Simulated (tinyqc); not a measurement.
Fully depleted semiconductor-on-insulator film with two gates, non-linear Poisson equation by Newton steps: two steps of the calculation.

One dimension across the film, front interface at x = 0, back interface at x = ts. psi is counted from the intrinsic level, n = ni exp(psi/Vt) (source grounded), holes neglected, acceptors ionised. Gates act through Cox = eps0 eox/tox and Cbox = 3.9 eps0/tb with potentials G1 = Vg - (phiM - chi - Vt ln(Nc/ni)) and G2 = Vb - (phiB - chi - Vt ln(Nc/ni)). Classical Boltzmann densities, no interface charge, no depletion in the back plane.

Inputs (values chosen for the exercise); band and dielectric values close to those of germanium: temperature T = 400 K; band gap Eg = 0.65 eV; relative permittivity eps_r = 16; conduction-band density of states at T Nc = 1.63e19 cm^-3; valence-band density of states at T Nv = 9.22e18 cm^-3; electron affinity chi = 4.02 eV; relative permittivity of the gate insulator (close to silicon dioxide) eox = 3.9; insulator thickness tox = 2.7 nm; film thickness ts = 13 nm; buried-oxide thickness (eps_r 3.9) tb = 23 nm; acceptor density of the film Na = 5.2e16 cm^-3; work function of the front gate phiM = 4.65 eV; work function of the back plane phiB = 4.52 eV; back-gate voltage Vb = 0 V; front-gate voltage Vg = 0.71 V.

Constants: q = 1.602176634e-19 C, kB = 1.380649e-23 J/K, Vt = kB T/q, eps0 = 8.8541878128e-14 F/cm where lengths are in cm. Results are converted to the units shown.

Task 1. Capacitances and gate potentials. ni = sqrt(Nc Nv) exp(-Eg/(2 Vt)), Eg in volts; Cox, Cbox, G1, G2 as defined; Cs = eps0 eps_r/ts; a = eps0 eps_r/h with h = ts/10; coupling ratio of a depleted film Cs Cbox/(Cox (Cs + Cbox)).

Give: ni; Cox; Cbox; Cs; a; G1; G2; coupling ratio.

Result 1.

ni = 9.855e14 cm^-3
Cox = 1.279 uF/cm^2
Cbox = 0.1501 uF/cm^2
Cs = 1.090 uF/cm^2
a = 10.90 uF/cm^2
G1 = 0.4148 V
G2 = -0.1652 V
coupling ratio = 0.1032

Task 2. Density, residual and Jacobian diagonal. Nodes 0 to 10, h = ts/10, box widths w = h (h/2 at both ends), a = eps0 eps_r/h. F_i = a (psi_(i+1) - 2 psi_i + psi_(i-1)) - q w_i (n_i + Na); F_0 = a (psi_1 - psi_0) + Cox (G1 - psi_0) - q w_0 (n_0 + Na); F_10 = a (psi_9 - psi_10) + Cbox (G2 - psi_10) - q w_10 (n_10 + Na). Diagonal b_i = -2 a - q w_i n_i/Vt, with -a - Cox and -a - Cbox in place of -2 a at the ends.

psi at the start, node 0 to 10 (V): 0.2  0.2  0.2  0.2  0.2  0.2  0.2  0.2  0.2  0.2  0.2
ni = 9.8546110e14 cm^-3
a = 10.897462 uF/cm^2
G1 = 0.41482014 V
G2 = -0.16517986 V

Wanted: n; residual F; diagonal b.

Result 2.

```
node	n (cm^-3)	residual F (1e-7 C/cm^2)	diagonal b (F/cm^2)
0	3.2623e17	2.7080	-1.2275e-5
1	3.2623e17	-0.0788	-2.1992e-5
2	3.2623e17	-0.0788	-2.1992e-5
3	3.2623e17	-0.0788	-2.1992e-5
4	3.2623e17	-0.0788	-2.1992e-5
5	3.2623e17	-0.0788	-2.1992e-5
6	3.2623e17	-0.0788	-2.1992e-5
7	3.2623e17	-0.0788	-2.1992e-5
8	3.2623e17	-0.0788	-2.1992e-5
9	3.2623e17	-0.0788	-2.1992e-5
10	3.2623e17	-0.5877	-1.1146e-5
```

Program tinyqc, `OMP_NUM_THREADS=1 python tinyqc.py 2190104 2190105 out.jsonl`; Intel Xeon 2.30GHz, shared host, one thread, about 0.4 s.
